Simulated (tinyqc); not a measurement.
## Film thickness from the threshold shift

Inverse problem. Undoped body with a flat potential across it, hard walls, transport along x. Three valley pairs (g = 2 each) with the longitudinal mass along x, y or z. Non-parabolicity enters the subband edges through E (1 + al E) = gamma, so E = 2 gamma/(1 + sqrt(1 + 4 al gamma)); motion within a subband is taken as parabolic with the band-edge mass. Energies are counted from the bulk band edge. gamma = C (pi k/(t + dl))^2/mz, C = hbar^2/(2 m0). Each subband has N_k = g sqrt(mx my) m0 kB T/(pi hbar^2); without degeneracy n = exp(EF/Vt) sum N_k exp(-E_k/Vt). Classical value Nc times t, Nc = sum over valleys of 2 g (m m0 kB T/(2 pi hbar^2))^1.5 with m = (mx my mz)^(1/3). Threshold shift dVT = Vt ln(classical value/sum N_k exp(-E_k/Vt)). Find t and the lowest subband edge.

Values chosen for this exercise; masses close to those of silicon:
```
symbol,value,unit,meaning
T,300,K,temperature
ml,0.916,m0,longitudinal mass
mt,0.189,m0,transverse mass
al,0.5,1/eV,non-parabolicity
dl,0,nm,widening of the box by penetration into the insulator
```

Constants: q = 1.602176634e-19 C, kB = 1.380649e-23 J/K, hbar = 1.054571817e-34 J s, m0 = 9.1093837015e-31 kg, Vt = kB T/q, hbar^2/(2 m0) = 0.0380998212 eV nm^2. Results are converted to the units shown.

dVT = 17.396187 mV

Answer. dVT is evaluated for trial values of t with all subbands; between 1.5 and 25 nm one value matches.

t = 8.100 nm
E_1 = 6.237 meV

tinyqc, about 0.06 s, one thread, Intel Xeon 2.30GHz (shared host): `OMP_NUM_THREADS=1 python tinyqc.py 2350124 2350125 out.jsonl`
